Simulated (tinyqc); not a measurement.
Punch-through p+-n junction, ionisation integral and breakdown: breakdown voltage by secant steps.

A p+ layer at x < 0 and an n drift layer from x = 0 to L on an n+ substrate. Depletion approximation, built-in voltage neglected. Local ionisation coefficients alpha_n = an exp(-(bn/E)^mx), alpha_p = ap exp(-(bp/E)^mx). Electrons move towards +x, holes towards x = 0.

W = sqrt(2 eps0 eps_r V/(q N)), peak field E0 = q N W/(eps0 eps_r), falling linearly to 0 at W; if W > L the layer is punched through: W = L, E0 = V/L + q N L/(2 eps0 eps_r), falling linearly to E1 = V/L - q N L/(2 eps0 eps_r). Grid: 14 equal steps from 0 to fr W.

G(x) = integral from 0 to x of (alpha_n - alpha_p); I_n = integral of alpha_n exp(-G) (electrons injected at x = 0), I_p = integral of alpha_p exp(G(end) - G) (holes injected at the far edge); M = 1/(1 - I). Secant steps on ln I_n(V) = 0 with the integrals on a fine grid (1500 steps), from the points V = 13.5 and 14.9 V; stop when the step is below 1e-7 of V.

Inputs (values chosen for the exercise); material values close to those of gallium arsenide:
- eps_r = 12.7 (relative permittivity)
- an = 2.87e5 1/cm (prefactor of the electron ionisation coefficient)
- bn = 6.68e5 V/cm (field constant for electrons)
- ap = 2.24e5 1/cm (prefactor of the hole ionisation coefficient)
- bp = 6.41e5 V/cm (field constant for holes)
- mx = 1.6 (exponent)
- N = 3.9e16 cm^-3 (donor density of the drift layer)
- L = 0.44 um (thickness of the drift layer)
- V = 14.3 V (reverse voltage)
- fr = 1 (share of the depleted width that the grid covers)

Constants: q = 1.602176634e-19 C, eps0 = 8.8541878128e-14 F/cm where lengths are in cm. Results are converted to the units shown.

Course of the iteration:
```
step,V (V),I_n,change of V (V)
1,14.9,0.755814,1.13
2,16.0285,0.959212,0.197
3,16.2257,0.996543,0.0179
4,16.2435,0.999951,2.55e-4
5,16.2438,1.00000,3.04e-7
```

Did this iteration meet its convergence test, and what does its course show?

Yes. Breakdown at 16.244 V, with a peak field of 491.4 kV/cm and W = 0.4400 um. The integral for holes reaches 1 at the same voltage.

Range of the model: Breakdown comes at under 36 V, so the built-in voltage left out is a few per cent of it or more. The depleted width at breakdown is under 0.5 um, where dead space and tunnelling make the local model unreliable.

Numbers from tinyqc (`OMP_NUM_THREADS=1 python tinyqc.py 2120012 2120013 out.jsonl`; about 0.05 s on one thread of a shared Intel Xeon 2.30GHz).
